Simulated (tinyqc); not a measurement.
# Resistance of a source-drain extension with a graded tip, step by step

Program tinyqc, `OMP_NUM_THREADS=1 python tinyqc.py 2282242 2282243 out.jsonl`; Intel Xeon 2.30GHz, shared host, one thread, about 0.04 s. Printed values are rounded.

y runs along the channel, the gate covers y > 0. The doping is N0 for y < y0 and N0 10^(-(y - y0)/la) beyond, uniform over the depth xj. Sheet conductance s(y) = q mu(N) max(N - Nch, 0) xj + (for y > 0) ma Cox Vo, with mu(N) = u0 + (u1 - u0)/(1 + (N/Nr)^au) and Cox = eps0 eox/tox. Current is taken as one-dimensional; depletion of the tip, spreading and the contact are left out. The metallurgical junction lies at yj, where N = Nch.

Values chosen for this exercise; mobility law close to that of electrons in silicon:
- eox = 3.9 (relative permittivity of the gate insulator (close to silicon dioxide))
- tox = 2.1 nm (insulator thickness)
- N0 = 8.4e19 cm^-3 (active doping of the extension far from the gate)
- la = 2.3 nm/decade (lateral abruptness)
- y0 = 3.7 nm (position under the gate where the fall begins (gate edge at 0))
- xj = 29 nm (depth of the extension)
- Nch = 1.3e18 cm^-3 (channel doping)
- Vo = 0.47 V (gate overdrive)
- ma = 160 cm^2/(V s) (mobility of the gate-induced layer)
- u1 = 1414 cm^2/(V s) (mobility at low doping)
- u0 = 68.5 cm^2/(V s) (mobility at high doping)
- Nr = 9.2e16 cm^-3 (reference doping)
- au = 0.711 (exponent)
- Lg = 30 nm (gate length)

Constants: q = 1.602176634e-19 C, eps0 = 8.8541878128e-14 F/cm where lengths are in cm. Results are converted to the units shown.

## Sheet resistances and junction position

yj = y0 + la log10(N0/Nch); sheet resistance of the full extension 1/[q mu(N0)(N0 - Nch) xj] and of the gate-induced layer 1/(ma Cox Vo); metallurgical length Lg - 2 yj; ye is where the doped and the gate-induced conductances are equal.

yj = 7.86377 nm
sheet resistance of the extension = 329.489 ohm/square
sheet resistance of the induced layer = 8087.01 ohm/square
metallurgical length = 14.2725 nm
ye = 7.09775 nm
N at ye = 2.79895e18 cm^-3

The gate takes over 0.766 nm before the junction, where N is still 2.15 times the channel doping.

## Resistance of the overlapped part

Midpoint rule on 12 equal steps from 0 to yj: R_ov = sum h/s(y), per width.

```
point,y (nm),N (cm^-3),doped conductance (uS),sheet resistance (ohm/square)
0,0.327657,8.4e19,3035.01,316.590
1,0.982972,8.4e19,3035.01,316.590
2,1.63829,8.4e19,3035.01,316.590
3,2.29360,8.4e19,3035.01,316.590
4,2.94891,8.4e19,3035.01,316.590
5,3.60423,8.4e19,3035.01,316.590
6,4.25954,4.79733e19,1822.83,513.748
7,4.91486,2.48932e19,1020.92,873.683
8,5.57017,1.29170e19,579.427,1422.31
9,6.22549,6.70257e18,324.802,2229.87
10,6.88080,3.47794e18,164.987,3464.50
11,7.53612,1.80469e18,49.9911,5758.84
```

R_ov = 10.592 ohm um

The exact integral is 10.753 ohm um; the coarse sum is 1.5 % below it.
